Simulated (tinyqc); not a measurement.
Worked calculation: MP2 on RHF in the sto-3g basis, for H6, spin multiplicity 1. Computed by tinyqc, a small Python program that keeps every step (integrals from PySCF). Settings: charge = 0, multiplicity = 1, basis = sto-3g, method = RHF, energy threshold = 1e-10, iteration cap = 56, orthogonalisation = symmetric, start = atomic densities, DIIS depth = 6. Command: `OMP_NUM_THREADS=1 python tinyqc.py 23402 23403 out.jsonl` (the two numbers bound the seeds that draw the settings). One thread of a shared host (Intel(R) Xeon(R) Processor @ 2.60GHz), about 0.2 s of CPU time with the checks. The early iterations of the SCF are left out here.

## One-electron integrals

Geometry (angstrom):
```
atom       x       y       z
H     0.0000  0.0000  0.0000
H     0.0000  0.0000  0.8880
H     0.0000  0.0000  2.3410
H     0.0000  0.0000  3.2290
H     0.0000  0.0000  4.6820
H     0.0000  0.0000  5.5690
```

Basis sto-3g: exponents (1/bohr^2) and contraction coefficients of normalised primitives:
```
element  l (shell)  exponent  coefficient
H            s (1)    3.4253       0.1543
H            s (1)    0.6239       0.5353
H            s (1)    0.1689       0.4446
```

Overlap, kinetic and nuclear-attraction integrals over the contracted functions; the nuclear repulsion is the sum of Za Zb / Rab.

nuclear repulsion = 4.209499 hartree

overlap S:
```
        1H 1s   2H 1s   3H 1s   4H 1s   5H 1s   6H 1s
1H 1s  1.0000  0.5647  0.0663  0.0111  0.0003  0.0000
2H 1s  0.5647  1.0000  0.2745  0.0663  0.0030  0.0003
3H 1s  0.0663  0.2745  1.0000  0.5647  0.0663  0.0112
4H 1s  0.0111  0.0663  0.5647  1.0000  0.2745  0.0664
5H 1s  0.0003  0.0030  0.0663  0.2745  1.0000  0.5653
6H 1s  0.0000  0.0003  0.0112  0.0664  0.5653  1.0000
```

kinetic energy T (hartree):
```
         1H 1s    2H 1s    3H 1s    4H 1s    5H 1s    6H 1s
1H 1s   0.7600   0.1582  -0.0114  -0.0048  -0.0003   0.0000
2H 1s   0.1582   0.7600   0.0140  -0.0114  -0.0018  -0.0003
3H 1s  -0.0114   0.0140   0.7600   0.1582  -0.0114  -0.0048
4H 1s  -0.0048  -0.0114   0.1582   0.7600   0.0140  -0.0114
5H 1s  -0.0003  -0.0018  -0.0114   0.0140   0.7600   0.1587
6H 1s   0.0000  -0.0003  -0.0048  -0.0114   0.1587   0.7600
```

nuclear attraction V (hartree):
```
         1H 1s    2H 1s    3H 1s    4H 1s    5H 1s    6H 1s
1H 1s  -2.3921  -1.3487  -0.1454  -0.0240  -0.0006   0.0000
2H 1s  -1.3487  -2.6351  -0.6338  -0.1511  -0.0065  -0.0006
3H 1s  -0.1454  -0.6338  -2.7725  -1.4867  -0.1511  -0.0240
4H 1s  -0.0240  -0.1511  -1.4867  -2.7726  -0.6338  -0.1457
5H 1s  -0.0006  -0.0065  -0.1511  -0.6338  -2.6356  -1.3508
6H 1s   0.0000  -0.0006  -0.0240  -0.1457  -1.3508  -2.3928
```

core Hamiltonian H = T + V (hartree):
```
         1H 1s    2H 1s    3H 1s    4H 1s    5H 1s    6H 1s
1H 1s  -1.6320  -1.1905  -0.1567  -0.0288  -0.0008  -0.0001
2H 1s  -1.1905  -1.8750  -0.6198  -0.1625  -0.0083  -0.0008
3H 1s  -0.1567  -0.6198  -2.0125  -1.3284  -0.1625  -0.0289
4H 1s  -0.0288  -0.1625  -1.3284  -2.0125  -0.6199  -0.1570
5H 1s  -0.0008  -0.0083  -0.1625  -0.6199  -1.8755  -1.1921
6H 1s  -0.0001  -0.0008  -0.0289  -0.1570  -1.1921  -1.6327
```

## Two-electron integrals

Functions are numbered as in S; the eight-fold symmetry (ij|kl) = (ji|kl) = (kl|ij) leaves the list below.

Two-electron integrals (ij|kl) in chemists' order, unique and non-zero (hartree):
```
(11|11) 0.7746     (21|11) 0.3641     (21|21) 0.2101     (22|11) 0.5160
(22|21) 0.3641     (22|22) 0.7746     (31|11) 0.0284     (31|21) 0.0185
(31|22) 0.0372     (31|31) 0.0022     (32|11) 0.0909     (32|21) 0.0658
(32|22) 0.1492     (32|31) 0.0092     (32|32) 0.0432     (33|11) 0.2258
(33|21) 0.1581     (33|22) 0.3558     (33|31) 0.0284     (33|32) 0.1492
(33|33) 0.7746     (41|11) 0.0037     (41|21) 0.0026     (41|22) 0.0054
(41|31) 3.38e-04   (41|32) 0.0015     (41|33) 0.0054     (41|41) 5.65e-05
(42|11) 0.0178     (42|21) 0.0126     (42|22) 0.0284     (42|31) 0.0019
(42|32) 0.0092     (42|33) 0.0372     (42|41) 3.38e-04   (42|42) 0.0022
(43|11) 0.1078     (43|21) 0.0730     (43|22) 0.1581     (43|31) 0.0126
(43|32) 0.0658     (43|33) 0.3641     (43|41) 0.0026     (43|42) 0.0185
(43|43) 0.2101     (44|11) 0.1639     (44|21) 0.1078     (44|22) 0.2258
(44|31) 0.0178     (44|32) 0.0909     (44|33) 0.5160     (44|41) 0.0037
(44|42) 0.0284     (44|43) 0.3641     (44|44) 0.7746     (51|11) 6.35e-05
(51|21) 4.39e-05   (51|22) 9.62e-05   (51|31) 6.97e-06   (51|32) 3.44e-05
(51|33) 1.52e-04   (51|41) 1.29e-06   (51|42) 8.53e-06   (51|43) 7.86e-05
(51|44) 1.25e-04   (51|51) 3.51e-08   (52|11) 0.0006     (52|21) 3.92e-04
(52|22) 0.0009     (52|31) 6.38e-05   (52|32) 3.19e-04   (52|33) 0.0015
(52|41) 1.23e-05   (52|42) 8.50e-05   (52|43) 0.0009     (52|44) 0.0015
(52|51) 3.61e-07   (52|52) 3.97e-06   (53|11) 0.0102     (53|21) 0.0066
(53|22) 0.0138     (53|31) 0.0011     (53|32) 0.0054     (53|33) 0.0284
(53|41) 2.16e-04   (53|42) 0.0016     (53|43) 0.0185     (53|44) 0.0372
(53|51) 6.97e-06   (53|52) 8.50e-05   (53|53) 0.0022     (54|11) 0.0370
(54|21) 0.0236     (54|22) 0.0479     (54|31) 0.0036     (54|32) 0.0176
(54|33) 0.0909     (54|41) 0.0007     (54|42) 0.0054     (54|43) 0.0658
(54|44) 0.1492     (54|51) 2.43e-05   (54|52) 3.19e-04   (54|53) 0.0092
(54|54) 0.0432     (55|11) 0.1130     (55|21) 0.0707     (55|22) 0.1395
(55|31) 0.0102     (55|32) 0.0479     (55|33) 0.2258     (55|41) 0.0020
(55|42) 0.0138     (55|43) 0.1581     (55|44) 0.3558     (55|51) 6.35e-05
(55|52) 0.0009     (55|53) 0.0284     (55|54) 0.1492     (55|55) 0.7746
(61|11) 3.30e-06   (61|21) 2.23e-06   (61|22) 4.78e-06   (61|31) 3.65e-07
(61|32) 1.84e-06   (61|33) 9.06e-06   (61|41) 7.14e-08   (61|42) 4.97e-07
(61|43) 5.19e-06   (61|44) 9.06e-06   (61|52) 2.34e-08   (61|53) 4.97e-07
(61|54) 1.83e-06   (61|55) 4.78e-06   (62|11) 4.60e-05   (62|21) 3.03e-05
(62|22) 6.37e-05   (62|31) 4.88e-06   (62|32) 2.44e-05   (62|33) 1.25e-04
(62|41) 9.75e-07   (62|42) 6.99e-06   (62|43) 7.88e-05   (62|44) 1.52e-04
(62|51) 3.07e-08   (62|52) 3.62e-07   (62|53) 8.56e-06   (62|54) 3.45e-05
(62|55) 9.64e-05   (62|62) 3.53e-08   (63|11) 0.0015     (63|21) 0.0010
(63|22) 0.0020     (63|31) 1.49e-04   (63|32) 0.0007     (63|33) 0.0037
(63|41) 2.99e-05   (63|42) 2.16e-04   (63|43) 0.0026     (63|44) 0.0054
(63|51) 9.74e-07   (63|52) 1.23e-05   (63|53) 3.39e-04   (63|54) 0.0015
(63|55) 0.0054     (63|61) 7.15e-08   (63|62) 1.30e-06   (63|63) 5.67e-05
(64|11) 0.0081     (64|21) 0.0051     (64|22) 0.0102     (64|31) 0.0008
(64|32) 0.0036     (64|33) 0.0178     (64|41) 1.49e-04   (64|42) 0.0011
(64|43) 0.0127     (64|44) 0.0285     (64|51) 4.87e-06   (64|52) 6.39e-05
(64|53) 0.0019     (64|54) 0.0092     (64|55) 0.0373     (64|61) 3.66e-07
(64|62) 7.00e-06   (64|63) 3.39e-04   (64|64) 0.0022     (65|11) 0.0585
(65|21) 0.0362     (65|22) 0.0707     (65|31) 0.0051     (65|32) 0.0237
(65|33) 0.1080     (65|41) 0.0010     (65|42) 0.0066     (65|43) 0.0731
(65|44) 0.1583     (65|51) 3.03e-05   (65|52) 3.93e-04   (65|53) 0.0127
(65|54) 0.0659     (65|55) 0.3646     (65|61) 2.23e-06   (65|62) 4.40e-05
(65|63) 0.0026     (65|64) 0.0186     (65|65) 0.2106     (66|11) 0.0950
(66|21) 0.0584     (66|22) 0.1130     (66|31) 0.0081     (66|32) 0.0370
(66|33) 0.1639     (66|41) 0.0015     (66|42) 0.0102     (66|43) 0.1079
(66|44) 0.2259     (66|51) 4.58e-05   (66|52) 0.0006     (66|53) 0.0178
(66|54) 0.0910     (66|55) 0.5163     (66|61) 3.30e-06   (66|62) 6.37e-05
(66|63) 0.0037     (66|64) 0.0285     (66|65) 0.3646     (66|66) 0.7746
```

## Orthogonalisation

S = U s U^T; symmetric (Loewdin) form X = U s^(-1/2) U^T, so that X^T S X = 1.

eigenvalues of S: 0.3115  0.4044  0.5274  1.2893  1.5934  1.8740

X:
```
         1H 1s    2H 1s    3H 1s    4H 1s    5H 1s    6H 1s
1H 1s   1.1617  -0.3709   0.0437  -0.0113   0.0011  -0.0003
2H 1s  -0.3709   1.2029  -0.1893   0.0449  -0.0042   0.0011
3H 1s   0.0437  -0.1893   1.2073  -0.3841   0.0449  -0.0114
4H 1s  -0.0113   0.0449  -0.3841   1.2073  -0.1894   0.0437
5H 1s   0.0011  -0.0042   0.0449  -0.1894   1.2034  -0.3715
6H 1s  -0.0003   0.0011  -0.0114   0.0437  -0.3715   1.1621
```

## Iteration 8 (converged): orbitals

converged F (hartree):
```
         1H 1s    2H 1s    3H 1s    4H 1s    5H 1s    6H 1s
1H 1s  -0.2934  -0.5279  -0.0863  -0.0072   0.0007  -0.0018
2H 1s  -0.5279  -0.3206  -0.2154  -0.0861  -0.0056   0.0007
3H 1s  -0.0863  -0.2154  -0.3230  -0.5309  -0.0861  -0.0072
4H 1s  -0.0072  -0.0861  -0.5309  -0.3230  -0.2154  -0.0865
5H 1s   0.0007  -0.0056  -0.0861  -0.2154  -0.3210  -0.5284
6H 1s  -0.0018   0.0007  -0.0072  -0.0865  -0.5284  -0.2938
```

Diagonalise F' = X^T F X, C = X C', fill 3 alpha and 3 beta electrons from the bottom; D = 2 C_occ C_occ^T. Each column has its largest component positive (the first on a tie).

F' = X^T F X (hartree):
```
         1        2        3        4        5        6
1   0.0124  -0.5441   0.0528  -0.0056   0.0024  -0.0031
2  -0.5441   0.0405  -0.2166   0.0546  -0.0057   0.0024
3   0.0528  -0.2166   0.0451  -0.5593   0.0547  -0.0056
4  -0.0056   0.0546  -0.5593   0.0451  -0.2166   0.0528
5   0.0024  -0.0057   0.0547  -0.2166   0.0408  -0.5447
6  -0.0031   0.0024  -0.0056   0.0528  -0.5447   0.0127
```

orbital energies (hartree): MO1 -0.6062, MO2 -0.5359, MO3 -0.4482, MO4 0.3669, MO5 0.5847, MO6 0.8354

coefficients C:
```
          MO1      MO2      MO3      MO4      MO5      MO6
1H 1s  0.2183   0.3854  -0.3588   0.5832  -0.7529  -0.5071
2H 1s  0.2714   0.4029  -0.2905  -0.4343   0.7998   0.6882
3H 1s  0.3808   0.0608   0.4202  -0.6486  -0.1692  -0.9329
4H 1s  0.3809  -0.0583   0.4205   0.6490  -0.1653   0.9333
5H 1s  0.2727  -0.4029  -0.2892   0.4327   0.7998  -0.6907
6H 1s  0.2195  -0.3857  -0.3575  -0.5816  -0.7537   0.5094
```

D after iteration 8:
```
         1H 1s    2H 1s    3H 1s    4H 1s    5H 1s    6H 1s
1H 1s   0.6498   0.6375  -0.0884  -0.1803   0.0160   0.0551
2H 1s   0.6375   0.6408   0.0116  -0.0845  -0.0087   0.0161
3H 1s  -0.0884   0.0116   0.6506   0.6365  -0.0844  -0.1803
4H 1s  -0.1803  -0.0845   0.6365   0.6506   0.0115  -0.0885
5H 1s   0.0160  -0.0087  -0.0844   0.0115   0.6405   0.6373
6H 1s   0.0551   0.0161  -0.1803  -0.0885   0.6373   0.6496
```

## Convergence

Stop when the energy changes by less than 1e-10 hartree and every element of the error matrix X^T (F D S - S D F) X is below 3e-06.

Course of the cycle:
```
iteration  E (hartree)     change  largest element of the error matrix
1            -2.320733          -                             2.05e-02
2            -3.261281  -9.41e-01                             3.69e-02
3            -3.258660   2.62e-03                             4.79e-02
4            -3.264911  -6.25e-03                             3.29e-03
5            -3.264936  -2.49e-05                             7.30e-04
6            -3.264937  -1.38e-06                             1.34e-05
7            -3.264937  -4.58e-10                             3.52e-07
8            -3.264937  -3.12e-13                             2.01e-09
```

PySCF RHF in the same basis = -3.264937 hartree

Converged in 8 iterations.

## Integrals over molecular orbitals

(pq|rs) = sum C_ip C_jq C_kr C_ls (ij|kl), one index at a time.

one-electron integrals over orbitals h = C^T H C (hartree):
```
         1        2        3        4        5        6
1  -2.0746  -0.0003  -0.1230  -0.0001  -0.0696   0.0002
2  -0.0003  -1.8916  -0.0005   0.1291   0.0001  -0.0606
3  -0.1230  -0.0005  -1.9180  -0.0004   0.1181  -0.0001
4  -0.0001   0.1291  -0.0004  -1.5037  -0.0004  -0.1325
5  -0.0696   0.0001   0.1181  -0.0004  -1.2513  -0.0003
6   0.0002  -0.0606  -0.0001  -0.1325  -0.0003  -1.2069
```

Two-electron integrals over orbitals (pq|rs), unique and non-zero (hartree):
```
(11|11) 0.3864      (21|11) -1.82e-04   (21|21) 0.1276      (22|11) 0.3039
(22|21) -2.30e-04   (22|22) 0.3771      (31|11) 0.0787      (31|21) 4.87e-04
(31|22) -0.0673     (31|31) 0.1379      (32|11) 0.0007      (32|21) -0.1287
(32|22) -1.51e-04   (32|31) 3.61e-04    (32|32) 0.1431      (33|11) 0.3698
(33|21) 0.0005      (33|22) 0.3208      (33|31) 0.0503      (33|32) -2.57e-04
(33|33) 0.3697      (41|11) 1.51e-04    (41|21) -0.0289     (41|22) -1.39e-04
(41|31) 1.37e-04    (41|32) -0.0014     (41|33) 4.18e-05    (41|41) 0.0802
(42|11) -0.0437     (42|21) -2.94e-04   (42|22) 0.0068      (42|31) -0.0420
(42|32) -4.49e-05   (42|33) -0.0148     (42|41) 1.83e-04    (42|42) 0.0634
(43|11) 3.13e-04    (43|21) -0.0498     (43|22) -2.23e-05   (43|31) 1.25e-04
(43|32) 0.0477      (43|33) -7.88e-05   (43|41) 0.0175      (43|42) -9.98e-05
(43|43) 0.0696      (44|11) 0.3657      (44|21) 4.49e-04    (44|22) 0.3179
(44|31) 0.0464      (44|32) -1.82e-04   (44|33) 0.3583      (44|41) 3.05e-05
(44|42) -0.0208     (44|43) -4.89e-05   (44|44) 0.3701      (51|11) 0.0089
(51|21) -1.07e-04   (51|22) 0.0213      (51|31) -0.0170     (51|32) -9.40e-05
(51|33) -0.0065     (51|41) 2.36e-04    (51|42) -0.0424     (51|43) 1.43e-04
(51|44) 1.22e-04    (51|51) 0.0469      (52|11) -1.41e-04   (52|21) 0.0144
(52|22) 1.46e-04    (52|31) -1.99e-04   (52|32) 0.0062      (52|33) -8.91e-05
(52|41) -0.0553     (52|42) -1.02e-04   (52|43) 0.0407      (52|44) -7.69e-05
(52|51) -1.51e-04   (52|52) 0.0914      (53|11) -0.0518     (53|21) -2.84e-04
(53|22) 0.0007      (53|31) -0.0455     (53|32) -6.76e-05   (53|33) -0.0267
(53|41) 1.58e-04    (53|42) 0.0617      (53|43) -1.39e-04   (53|44) -0.0229
(53|51) -0.0396     (53|52) -1.12e-04   (53|53) 0.0652      (54|11) 0.0006
(54|21) -0.1270     (54|22) -1.21e-04   (54|31) 2.57e-04    (54|32) 0.1372
(54|33) -3.00e-04   (54|41) 0.0043      (54|42) -1.55e-05   (54|43) 0.0489
(54|44) -2.35e-04   (54|51) -5.66e-05   (54|52) 0.0054      (54|53) -3.36e-05
(54|54) 0.1458      (55|11) 0.3136      (55|21) -2.22e-04   (55|22) 0.3781
(55|31) -0.0595     (55|32) -1.30e-04   (55|33) 0.3280      (55|41) -9.89e-05
(55|42) 0.0036      (55|43) -5.74e-06   (55|44) 0.3354      (55|51) 0.0219
(55|52) 1.25e-04    (55|53) -2.41e-04   (55|54) -1.03e-04   (55|55) 0.3990
(61|11) -3.58e-05   (61|21) -0.0023     (61|22) -1.06e-04   (61|31) 5.84e-05
(61|32) -0.0092     (61|33) 2.77e-05    (61|41) 0.0286      (61|42) 2.11e-04
(61|43) 0.0562      (61|44) 1.35e-05    (61|51) -6.55e-05   (61|52) 0.0339
(61|53) 1.73e-04    (61|54) -0.0070     (61|55) -9.44e-05   (61|61) 0.0673
(62|11) 0.0154      (62|21) -1.13e-04   (62|22) 0.0267      (62|31) -0.0146
(62|32) -7.09e-05   (62|33) 0.0034      (62|41) 2.46e-04    (62|42) -0.0408
(62|43) 1.94e-04    (62|44) 0.0014      (62|51) 0.0447      (62|52) -1.20e-04
(62|53) -0.0425     (62|54) -5.61e-05   (62|55) 0.0258      (62|61) -1.52e-05
(62|62) 0.0465      (63|11) 1.48e-04    (63|21) -0.0333     (63|22) -1.30e-04
(63|31) 1.18e-04    (63|32) 0.0061      (63|33) 1.79e-05    (63|41) 0.0788
(63|42) 2.23e-04    (63|43) 0.0195      (63|44) 2.35e-05    (63|51) 2.04e-04
(63|52) -0.0560     (63|53) 2.05e-04    (63|54) 0.0050      (63|55) -1.15e-04
(63|61) 0.0287      (63|62) 2.24e-04    (63|63) 0.0835      (64|11) 0.0798
(64|21) 4.45e-04    (64|22) -0.0608     (64|31) 0.1325      (64|32) 3.79e-04
(64|33) 0.0509      (64|41) 1.24e-04    (64|42) -0.0440     (64|43) 1.38e-04
(64|44) 0.0510      (64|51) -0.0142     (64|52) -1.91e-04   (64|53) -0.0463
(64|54) 3.02e-04    (64|55) -0.0632     (64|61) 4.79e-05    (64|62) -0.0135
(64|63) 1.18e-04    (64|64) 0.1417      (65|11) -2.32e-04   (65|21) 0.1300
(65|22) -1.52e-04   (65|31) 3.76e-04    (65|32) -0.1317     (65|33) 0.0005
(65|41) -0.0308     (65|42) -2.74e-04   (65|43) -0.0528     (65|44) 4.60e-04
(65|51) -9.61e-05   (65|52) 0.0152      (65|53) -2.65e-04   (65|54) -0.1370
(65|55) -1.70e-04   (65|61) -0.0037     (65|62) -1.07e-04   (65|63) -0.0368
(65|64) 3.72e-04    (65|65) 0.1440      (66|11) 0.4078      (66|21) -6.79e-05
(66|22) 0.3206      (66|31) 0.0838      (66|32) 0.0006      (66|33) 0.3913
(66|41) 1.38e-04    (66|42) -0.0487     (66|43) 2.96e-04    (66|44) 0.3966
(66|51) 0.0110      (66|52) -1.39e-04   (66|53) -0.0575     (66|54) 0.0006
(66|55) 0.3399      (66|61) -3.93e-05   (66|62) 0.0177      (66|63) 1.34e-04
(66|64) 0.0909      (66|65) -1.28e-04   (66|66) 0.4512
```

## Second-order Moller-Plesset energy

Hartree-Fock energy = -3.264937 hartree

E2 = sum_ijab (ia|jb) [2 (ia|jb) - (ib|ja)] / (e_i + e_j - e_a - e_b) over occupied i, j and virtual a, b; the opposite-spin part is (ia|jb)^2 / denominator, the rest is same-spin, and SCS-MP2 scales them by 6/5 and 1/3.

Terms (the 40 largest of 81):
```
i  j  a  b  (ia|jb)  (ib|ja)  denominator       term
2  2  5  5   0.0914   0.0914      -2.2411    -0.0037
3  1  6  4   0.0788   0.0562      -2.2566    -0.0035
1  3  4  6   0.0788   0.0562      -2.2566    -0.0035
1  1  4  4   0.0802   0.0802      -1.9461    -0.0033
3  3  4  4   0.0696   0.0696      -1.6301    -0.0030
3  3  6  6   0.0835   0.0835      -2.5671    -0.0027
2  3  4  5   0.0617   0.0407      -1.9356    -0.0026
3  2  5  4   0.0617   0.0407      -1.9356    -0.0026
2  2  4  4   0.0634   0.0634      -1.8055    -0.0022
3  3  5  5   0.0652   0.0652      -2.0657    -0.0021
2  1  5  4  -0.0553  -0.0424      -2.0936    -0.0018
1  2  4  5  -0.0553  -0.0424      -2.0936    -0.0018
3  2  6  5  -0.0560  -0.0425      -2.4041    -0.0016
2  3  5  6  -0.0560  -0.0425      -2.4041    -0.0016
1  1  6  6   0.0673   0.0673      -2.8831    -0.0016
2  1  6  5   0.0447   0.0339      -2.5621    -0.0010
1  2  5  6   0.0447   0.0339      -2.5621    -0.0010
1  1  5  5   0.0469   0.0469      -2.3817    -0.0009
1  3  6  4   0.0562   0.0788      -2.2566    -0.0008
3  1  4  6   0.0562   0.0788      -2.2566    -0.0008
2  2  6  6   0.0465   0.0465      -2.7425    -0.0008
2  2  6  4  -0.0408  -0.0408      -2.2740    -0.0007
2  2  4  6  -0.0408  -0.0408      -2.2740    -0.0007
3  1  5  5  -0.0396  -0.0396      -2.2237    -0.0007
1  3  5  5  -0.0396  -0.0396      -2.2237    -0.0007
1  2  5  4  -0.0424  -0.0553      -2.0936    -0.0006
2  1  4  5  -0.0424  -0.0553      -2.0936    -0.0006
2  3  6  5  -0.0425  -0.0560      -2.4041    -0.0005
3  2  5  6  -0.0425  -0.0560      -2.4041    -0.0005
3  2  4  5   0.0407   0.0617      -1.9356  -4.15e-04
2  3  5  4   0.0407   0.0617      -1.9356  -4.15e-04
1  1  4  6   0.0286   0.0286      -2.4146  -3.39e-04
1  1  6  4   0.0286   0.0286      -2.4146  -3.39e-04
1  2  6  5   0.0339   0.0447      -2.5621  -3.07e-04
2  1  5  6   0.0339   0.0447      -2.5621  -3.07e-04
3  1  6  6   0.0287   0.0287      -2.7251  -3.02e-04
1  3  6  6   0.0287   0.0287      -2.7251  -3.02e-04
3  3  6  4   0.0195   0.0195      -2.0986  -1.82e-04
3  3  4  6   0.0195   0.0195      -2.0986  -1.82e-04
1  3  4  4   0.0175   0.0175      -1.7881  -1.71e-04
```

Pair energies (hartree; pair i-j sums ij and ji):
```
pair  opposite spin  same spin
1-1         -0.0065          0
2-1         -0.0071  -2.49e-04
2-2         -0.0082          0
3-1         -0.0106  -4.52e-04
3-2         -0.0098    -0.0006
3-3         -0.0081          0
```

MP2 correlation energy = -0.051602 hartree

SCS-MP2 correlation energy = -0.060790 hartree

MP2 total energy = -3.316540 hartree
